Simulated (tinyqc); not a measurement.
# Scattering of inversion-layer electrons by surface optical phonons of the gate insulator (remote phonon scattering), step by step

A worked calculation. Computed by tinyqc, a small Python program that keeps every step. Command: `OMP_NUM_THREADS=1 python tinyqc.py 3110881 3110882 out.jsonl sophonon walk`. One thread of a shared host (Intel(R) Xeon(R) Processor @ 2.30GHz), about 0.02 s of CPU time with the checks. Intermediate numbers are printed to about 6 digits and carried at full precision; extremes and crossings named in words are read from the listed rows.

One subband with the Fang-Howard envelope; insulator and channel are half-spaces, the gate is far away, and an interlayer only moves the polar surface away by t (its own modes and its permittivity contrast are left out).

Inputs (values chosen for the exercise, modelled on SiO2 on silicon):
```
quantity                                   value        unit
static constant of the insulator eps_0s     3.99           -
intermediate constant eps_i                 3.05           -
optical constant eps_inf                    2.47           -
hbar omega_TO1                              54.7         meV
hbar omega_TO2                               139         meV
constant of the channel eps_s               11.7           -
in-plane mass m                             0.19         m_0
valleys g_v                                    2           -
sheet density n                          5.4e+11      1/cm^2
mean distance of the electrons z0 = 3/b        3          nm
interlayer thickness t                         0          nm
temperature T                                150           K
electron energy E                             54         meV
mobility from other processes                600  cm^2/(V s)
```

Screening by the channel electrons: static.

Constants: k_B = 8.617333262e-05 eV/K; hbar^2/(2 m_0) = 3.80998212 eV angstrom^2; e^2/(4 pi eps_0) = 14.39964548 eV angstrom; hbar = 6.582119569e-16 eV s; e = 1.602176634e-19 C; m_0 = 9.1093837015e-31 kg.

## Surface modes and strengths

eps(w) = eps_inf + (eps_0s - eps_i) w1^2/(w1^2 - w^2) + (eps_i - eps_inf) w2^2/(w2^2 - w^2). Surface modes solve eps(w) + eps_s = 0, a quadratic in w^2; the strength of a mode is g = 2/(w d eps/dw). Occupation N = 1/(exp(hbar w/(k_B T)) - 1).

hbar omega_SO (meV): 1 56.403, 2 141.849

strengths g: 1 0.00399916, 2 0.00283761

occupations N: 1 0.0128975, 2 0.0000171

hbar omega g (2 N + 1) (meV): 1 0.231383, 2 0.402525

The lower mode has the larger hbar omega g N, the prefactor of absorption before the dependence on q: 0.00291 and 6.90e-6 meV.

## The electron gas

Density of states D = g_v m/(pi hbar^2); eta = E_F/(k_B T) = ln(exp(n/(D k_B T)) - 1); screening wave number q_s = e^2 D/(2 eps_0 eps_avg) x 1/(1 + exp(-eta)), eps_avg = (eps_s + eps_inf)/2; b = 3/z0.

D = 1.58738e+14 1/(eV cm^2)

eta = -1.20045

q_s = 0.469057 1/nm

b = 1 1/nm

## Squared matrix elements

For a mode of strength g, without the occupation factor, Area x |M(q)|^2 = e^2 hbar w g/(2 eps_0 q) x (b/(b + q))^6 exp(-2 q t) / (1 + (q_s/q) H(q))^2, H = (1 + 9 x/8 + 3 x^2/8)/(1 + x)^3, x = q/b.

Area x |M|^2 (meV^2 nm^2):
```
q (1/nm)  (b/(b + q))^6  exp(-2 q t)   mode 1   mode 2
0.05           0.746215            1  332.756  593.789
0.10           0.564474            1  473.248  844.492
0.20           0.334898            1  474.742  847.157
0.30           0.207176            1  360.999  644.188
0.50           0.087791            1  168.019  299.824
0.80           0.029401            1   50.795   90.642
1.20           0.008820            1   12.260   21.878
```

## Rates at the energy E

Approximate momentum relaxation rate, taking tau v alike in the initial and final states: 1/tau = (m/(2 pi hbar^3)) sum over modes and over absorption (N, E' = E + hbar w) and emission (N + 1, E' = E - hbar w > 0) of [(1 - f(E'))/(1 - f(E))] int_0^(2 pi) Area |M(q)|^2 (1 - cos theta) d theta, q^2 = k^2 + k'^2 - 2 k k' cos theta, f the Fermi function; 48 midpoints in theta from 0 to pi.

rates (1/ps): mode 1 absorption 0.00139442, mode 1 emission 0.00000000, mode 2 absorption 0.00000153, mode 2 emission 0.00000000

tau at E = 716356 fs

## Mobility

mu = (e/m) int tau E f (1 - f) dE/(k_B T int f dE), by 300 midpoints from 0 to (max(eta, 0) + 14) k_B T; Matthiessen sum with the other processes.

remote-phonon mobility = 3.20157e+06 cm^2/(V s)

total mobility = 599.888 cm^2/(V s)

loss of mobility = 0.0187373 %

Caution: a relaxation time is only an approximation for inelastic scattering, and static or no screening brackets the true dynamic screening only roughly.

## What an interlayer buys

The formulas are those given above.

Against the interlayer thickness:
```
t (nm)  remote-phonon mobility (cm^2/(V s))  total (cm^2/(V s))
0.0                             3.20157e+06             599.888
0.3                             4.95886e+06             599.927
0.6                             7.55042e+06             599.952
1.0                             1.28694e+07             599.972
1.5                             2.40161e+07             599.985
2.0                             4.29267e+07             599.992
3.0                             1.23561e+08             599.997
```

1 nm of interlayer raises the remote-phonon mobility by a factor 4.02, as exp(2 q t) with an effective q of 0.70 per nm; between 2 and 3 nm the effective q is 0.53. The total stays at 600 over the first nanometre.

Checks made by the program: sum of strengths against 1/(eps_s + eps_inf) - 1/(eps_s + eps_0s) (relative difference below 1e-10).
